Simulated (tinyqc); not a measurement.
Composition from the perpendicular lattice constant.

Problem. The layer is x parts of the first compound and 1 - x of the second, grown coherently on the third as substrate and barrier. Rows of the table: lattice constant a, average valence level Ea on an absolute scale, spin-orbit splitting so, gaps at Gamma, X and L, hydrostatic deformation potentials av and ac (Gamma), shear potential b, elastic constants, electron and heavy-hole (along z) masses. All are interpolated linearly in x; gaps get -C x (1 - x), taken wholly in the conduction band; real line-ups can differ from this model by 0.1 eV or more. In-plane strain e = (a_substrate - a)/a, e_z = -2 (c12/c11) e, volume change 2 e + e_z. X-ray diffraction gives a_z = a (1 + e_z) of the coherent layer. Find x, e and the relaxed Gamma gap.

Inputs (values chosen for the exercise):
```
symbol  value  unit                  meaning
CG       0.65    eV  bowing of the Gamma gap
CX        0.2    eV      bowing of the X gap
CL       1.03    eV      bowing of the L gap
```

Binary compounds, values chosen for the exercise:
```
,close to InP,close to GaP,close to GaAs
a (angstrom),5.869,5.451,5.653
Ea (eV),-7.04,-7.4,-6.92
so (eV),0.111,0.0798,0.344
EG (eV),1.35,2.75,1.42
EX (eV),2.16,2.28,1.88
EL (eV),1.94,2.63,1.72
av (eV),1.27,1.7,1.16
ac (eV),-4.97,-7.23,-7.19
b (eV),-1.72,-1.8,-1.68
c11 (GPa),101,141,120
c12 (GPa),56.4,62.9,53.5
me (m0),0.0807,0.129,0.0664
mh (m0),0.538,0.334,0.35
```

lattice constant along the growth direction = 5.73403792 angstrom

Solution. a_z changes steadily with x, about (1 + 2 c12/c11) times as fast as the relaxed lattice constant, so one composition matches.

x = 0.5800
e = -0.7103 %
relaxed Gamma gap = 1.780 eV

Computed by the program tinyqc: `OMP_NUM_THREADS=1 python tinyqc.py 2690008 2690009 out.jsonl`, one thread of a shared Intel Xeon 2.30GHz, about 0.01 s for the whole run.
